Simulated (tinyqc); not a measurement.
From one set of inputs to another, one input at a time: microkinetic model of a Langmuir-Hinshelwood surface reaction A + (1/2) B2 = AB with Bronsted-Evans-Polanyi barriers. Computed by tinyqc, a small Python program. Command: `OMP_NUM_THREADS=1 python tinyqc.py 3027604 3027605 out.jsonl microkin ladder`. One thread of a shared host (Intel(R) Xeon(R) Processor @ 2.30GHz), about 0.01 s of CPU time with the checks.

A adsorbs in equilibrium; B2 dissociates irreversibly on two free sites; adsorbed A and B react irreversibly and AB leaves at once. theta_A + theta_B + theta_* = 1.

The inputs printed are set A. Inputs not listed in the table keep their values of set A, so the rows need not describe a real material.

Inputs (values chosen for the exercise, for a model catalyst):
```
quantity                               value   unit
adsorption energy of A, E_A            -1.07     eV
adsorption energy per B atom, E_B     -0.639     eV
entropy loss of A, S_A                   1.3  meV/K
entropy loss of B2, S_B                  1.6  meV/K
slope a1 of the dissociation barrier    0.73      -
intercept b1                             1.5     eV
slope a2 of the reaction barrier        0.27      -
intercept b2                            0.26     eV
pressure p_A                          0.0088    bar
pressure p_B                            0.63    bar
temperature T                            500      K
```

Constants: k_B = 8.617333262e-05 eV/K; hbar = 6.582119569e-16 eV s.

Method. K_A = exp(-(E_A + T S_A)/(k_B T)) per bar; barriers E1 = max(b1 + a1 2 E_B, 0), E2 = b2 - a2 (E_A + E_B); k1 = (k_B T/h) exp(-S_B/k_B) exp(-E1/(k_B T)) per bar, k2 = (k_B T/h) exp(-E2/(k_B T)), h = 2 pi hbar. theta_A = K_A p_A theta_*; 2 k1 p_B theta_*^2 = k2 theta_A theta_B, so theta_B = w theta_* with w = 2 k1 p_B/(k2 K_A p_A); theta_* = 1/(1 + K_A p_A + w); rate r = k2 theta_A theta_B.

Each row keeps all changes above it:
```
input moved                         from      to  rate r (1/s per site)  theta_A    theta_B
set A                                  -       -              9.490e-06   0.9934  1.714e-11
pressure p_A (bar)                0.0088    0.05              2.972e-07   0.9988  5.339e-13
pressure p_B (bar)                  0.63    0.12              5.661e-08   0.9988  1.017e-13
temperature T (K)                    500     475              1.973e-09   0.9997  9.000e-15
adsorption energy of A, E_A (eV)   -1.07  -0.873              2.771e-05   0.9625  3.580e-11
intercept b1 (eV)                    1.5     1.3              3.670e-03   0.9625  4.741e-09
intercept b2 (eV)                   0.26    0.22              3.670e-03   0.9625  1.784e-09
entropy loss of A, S_A (meV/K)       1.3     1.7              1.680e+00   0.1985  3.960e-06
```

Rate r goes from 9.49e-6 to 1.68, a factor 177000 in all. The largest single move comes from adsorption energy of A, E_A (a factor 14000), and pressure p_A works against it (a factor 0.0313). theta_A goes from 0.993 to 0.199, a factor 0.200 in all. The largest single move comes from entropy loss of A, S_A (a factor 0.206). theta_B goes from 1.71e-11 to 3.96e-6, a factor 231000 in all. The largest single move comes from adsorption energy of A, E_A (a factor 3980), and pressure p_A works against it (a factor 0.0311). The single moves hold for this order of the switches; the total does not depend on the order.

Extremes, crossings and ranges named in words are read from the listed rows.
